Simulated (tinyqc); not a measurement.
## MOS capacitor on an n-type substrate, surface potential from the exact charge relation: effect of the temperature on threshold and swing

Uniform n-type substrate, Boltzmann statistics, full ionisation, classical densities. psi is the surface potential against the body (positive when the bands bend down) and u = -psi/Vt. Traps are spread evenly over the gap and neutral at flat band, so their charge is -q Dit psi; the minority quasi-Fermi level is shifted by Vb.

Nc and Nv are given at 325 K and scale as (T/325 K)^1.5; Eg is held fixed. ni = sqrt(Nc Nv) exp(-Eg/(2 Vt)), Eg in volts; phiF = Vt ln(N/ni); Cox = eps0 eox/tox; Vfb = phiM - chi - Vt ln(Nc/N) - q Nf/Cox; VT = Vfb - [(2 phiF + Vb)(1 + q Dit/Cox) + sqrt(2 eps0 eps_r q N (2 phiF + Vb))/Cox]. gamma = sqrt(2 eps0 eps_r q N)/Cox; Wm = sqrt(2 eps0 eps_r (2 phiF + Vb)/(q N)); m = 1 + (eps0 eps_r/Wm + q Dit)/Cox; swing m Vt ln 10; Cmin/Cox = 1/(1 + Cox Wm/(eps0 eps_r)).

Inputs (values chosen for the exercise); band and dielectric values close to those of silicon:
```
symbol,value,unit,meaning
Eg,1.12,eV,band gap
eps_r,11.6,,relative permittivity
Nc,3.21e19,cm^-3,conduction-band density of states at the reference temperature
Nv,3.02e19,cm^-3,valence-band density of states at the reference temperature
chi,4.11,eV,electron affinity
N,6.4e17,cm^-3,donor density of the substrate
eox,3.9,,relative permittivity of the gate insulator (close to silicon dioxide)
tox,11,nm,insulator thickness
phiM,5.22,eV,gate work function
Nf,-4.2e10,cm^-2,"fixed charge at the interface, in units of q"
Dit,0,cm^-2 eV^-1,density of interface traps
Vb,0,V,reverse bias of the inversion layer against the body
```

Constants: q = 1.602176634e-19 C, kB = 1.380649e-23 J/K, Vt = kB T/q, eps0 = 8.8541878128e-14 F/cm where lengths are in cm. Results are converted to the units shown.

The same in every row: gamma (V^0.5) = 1.462.

Result of one run:
```
Vfb (V)	2 phiF (V)	VT (V)	Wm (nm)	m	swing (mV/decade)	Cmin/Cox
0.9857	0.8307	-1.177	40.79	1.802	143.0	0.4451
```

Which temperature T gave this result: 240, 280, 360 or 400 K?

T = 400 K.

The whole series:
```
T (K)	Vfb (V)	2 phiF (V)	VT (V)	Wm (nm)	m	swing (mV/decade)	Cmin/Cox
200	1.077	1.011	-1.405	45.01	1.727	68.53	0.4209
240	1.060	0.9781	-1.364	44.27	1.739	82.82	0.4250
280	1.042	0.9433	-1.321	43.47	1.753	97.37	0.4294
320	1.024	0.9070	-1.275	42.63	1.768	112.2	0.4342
360	1.005	0.8695	-1.227	41.73	1.784	127.4	0.4394
400	0.9857	0.8307	-1.177	40.79	1.802	143.0	0.4451
440	0.9658	0.7910	-1.125	39.81	1.822	159.1	0.4511
```

As T goes from 200 to 440, VT rises from -1.40 to -1.13 V, the swing rises from 68.5 to 159 mV/decade and Cmin/Cox rises from 0.421 to 0.451. Of the change of VT by 0.279 V, -0.111 V comes from Vfb and 0.390 V from the band bending and the charge it takes. VT changes by 1.16 mV/K on average.

Computed by the program tinyqc: `OMP_NUM_THREADS=1 python tinyqc.py 2060136 2060137 out.jsonl`, one thread of a shared Intel Xeon 2.30GHz, about 0.01 s for the whole run.
